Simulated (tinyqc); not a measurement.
Small-signal admittance of a forward-biased p+-n diode: one step of the calculation.

Holes injected into a neutral base of width wb with an ohmic contact at its end; low injection, p0 far above the equilibrium density. A small voltage v exp(i w t), w = 2 pi f, modulates the edge density by p0 v/Vt, and the small-signal density obeys Dp d2p/dx2 = (1/tau + i w) p.

Task. The same by finite differences. 9 equal intervals, h = wb/9; u = small-signal density over its edge value, u_0 = 1, u_9 = 0; u_(i-1) + b u_i + u_(i+1) = 0 with b = -2 - h^2 (1/tau + i w)/Dp; Y = (q Dp p0/(Vt h)) (-b/2 - u_1), which includes the half box at the edge.

Parameters, values chosen for the exercise; permittivity close to that of silicon:
```
symbol   value    unit                                   meaning
T          300       K                               temperature
Dp         5.3  cm^2/s                hole diffusion coefficient
tau       4e-9       s                             hole lifetime
wb         5.1      um                 width of the neutral base
p0      2.9e15   cm^-3  excess hole density at the junction edge
f        1.4e6      Hz                          signal frequency
```

Constants: q = 1.602176634e-19 C, kB = 1.380649e-23 J/K, Vt = kB T/q. Results are converted to the units shown.

Give: b; u; Y on the mesh.

Result.

b = -2.151-0.005i
u, node 1 to 8: 0.6784-0.0045i  0.4597-0.0060i  0.3106-0.0061i  0.2085-0.0053i  0.1381-0.0043i  0.0886-0.0032i  0.0525-0.0021i  0.0244-0.0010i
Y on the mesh = 667.8+12.0i S/cm^2

tinyqc, about 0.01 s, one thread, Intel Xeon 2.30GHz (shared host): `OMP_NUM_THREADS=1 python tinyqc.py 2890222 2890223 out.jsonl`
